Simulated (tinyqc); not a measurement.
Carrier lifetime from Shockley-Read-Hall, radiative, Auger and surface recombination: one step, computed by the program tinyqc.

Energies are counted from the top of the valence band. Boltzmann statistics, full ionisation, and equal excess densities of electrons and holes.

Task: Lifetimes at the given injection. With n = n_0 + dn, p = p_0 + dn and U/dn = 1/tau: (n p - n_i^2)/dn = n_0 + p_0 + dn = s; 1/tau_SRH = s/[tau_p0 (n + n1) + tau_n0 (p + p1)]; 1/tau_rad = B s; 1/tau_Aug = (C_n n + C_p p) s; the rates add. Radiative efficiency = tau_eff/tau_rad; effective diffusion length = sqrt(D tau_eff).

Inputs (values chosen for the exercise, with bands modelled on GaN):

| quantity | value | unit |
|---|---|---|
| temperature T | 300 | K |
| doping N | 1.8e+18 | cm^-3 |
| radiative coefficient B | 1.2e-10 | cm^3/s |
| Auger coefficient C_n | 3.7e-31 | cm^6/s |
| Auger coefficient C_p | 1e-31 | cm^6/s |
| excess density dn | 1.6e+13 | cm^-3 |
| diffusion coefficient D | 42 | cm^2/s |

Doping: n-type. Surface term: none.

n_0 = 1.80e+18 cm^-3

p_0 = 1.226617e-38 cm^-3

tau_p0 = 6.007422e-07 s

n1 = 6.134270e-14 cm^-3

tau_n0 = 1.079475e-05 s

p1 = 3.599305e-07 cm^-3

Give: tau_SRH at dn; tau_rad at dn; tau_Aug at dn; effective lifetime at dn; radiative efficiency at dn; effective diffusion length at dn.

Result:

tau_SRH at dn = 6.008e-07 s

tau_rad at dn = 4.630e-09 s

tau_Aug at dn = 8.342e-07 s

effective lifetime at dn = 4.569e-09 s

radiative efficiency at dn = 0.9869

effective diffusion length at dn = 4.381 micrometre

Caution: the doping is near the effective density of states, where Boltzmann statistics fail and the gap narrows.
